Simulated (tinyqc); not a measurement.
Sheet resistance of a shallow doped layer with concentration-dependent mobility and limited activation: one step, computed by the program tinyqc.

A layer of one dopant lies in a background of the opposite type. Current flows parallel to the surface down to the junction; depletion is ignored.

Problem. Local values. C(x) = C_s exp(-x^2/(2 l^2)). Active density N = min(C, C_a); carriers n = N - C_B; mobility mu = mu_min + (mu_max - mu_min)/(1 + ((N + C_B)/N_r)^alpha). Conductivity e n mu. Depths are 0, 0.2, 0.4, 0.6, 0.8 and 0.95 of x_j.

Inputs (values chosen for the exercise, modelled on boron in silicon): surface concentration C_s = 1.8e+20 1/cm^3; length l = 190 nm; background C_B = 5.7e+15 1/cm^3; mobility floor mu_min = 48.6 cm^2/(V s); mobility mu_max = 466 cm^2/(V s); reference density N_r = 1.68e+17 1/cm^3; exponent alpha = 0.686; anneal temperature T = 800 C.

Profile: Gaussian.

junction depth x_j = 864.8756 nm

active limit C_a = 3.355222e+19 1/cm^3

Constants: e = 1.602176634e-19 C.

Give: Along the depth.

Solution.

Along the depth:
```
x (nm)  C (1/cm^3)  N (1/cm^3)  mu (cm^2/(V s))  conductivity (S/cm)
0.0      1.800e+20   3.355e+19             59.3            3.189e+02
173.0    1.189e+20   3.355e+19             59.3            3.189e+02
346.0    3.431e+19   3.355e+19             59.3            3.189e+02
518.9    4.320e+18   4.320e+18             89.2            6.165e+01
691.9    2.375e+17   2.375e+17            231.0            8.577e+00
821.6    1.565e+16   1.565e+16            384.4            6.130e-01
```
